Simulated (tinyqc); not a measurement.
Band offsets from two capacitances.

Inverse problem. A p-n heterojunction (1: p-type, 2: n-type) in the depletion approximation obeys 1/C^2 = 2 (er1 N1 + er2 N2)(Vbi - V)/(q eps0 er1 er2 N1 N2), with Vbi = dEc + Eg1 - Vt ln(Nc2 Nv1/(N1 N2)), dEc = Ec2 - Ec1 and dEv = Eg2 - Eg1 - dEc. Find N2, Vbi, dEc and dEv.

Values chosen for this exercise; band and dielectric values close to those of CdS and CdTe:
```
symbol    value   unit                                          meaning
T           300      K                                      temperature
Eg1        2.44     eV                           band gap of material 1
er1        9.07                     relative permittivity of material 1
Nv1     1.79e19  cm^-3     valence-band density of states of material 1
Eg2        1.47     eV                           band gap of material 2
er2        10.2                     relative permittivity of material 2
Nc2     7.97e17  cm^-3  conduction-band density of states of material 2
N1       5.7e16  cm^-3                   acceptor density of material 1
```

Constants: q = 1.602176634e-19 C, kB = 1.380649e-23 J/K, Vt = kB T/q, eps0 = 8.8541878128e-14 F/cm where lengths are in cm. Results are converted to the units shown.

C at V = -0.5 and -3.5 V (nF/cm^2): [29.232963, 20.399877]

Solution. The slope of 1/C^2 against -V is (2/(q eps0)) (1/(er2 N2) + 1/(er1 N1)), which gives N2; the intercept is Vbi, and the offsets follow.

N2 = 1.00e17 cm^-3
Vbi = 2.35 V
dEc = 0.110 eV
dEv = -1.08 eV

Numbers from tinyqc (`OMP_NUM_THREADS=1 python tinyqc.py 2040063 2040064 out.jsonl`; about 0.03 s on one thread of a shared Intel Xeon 2.30GHz).
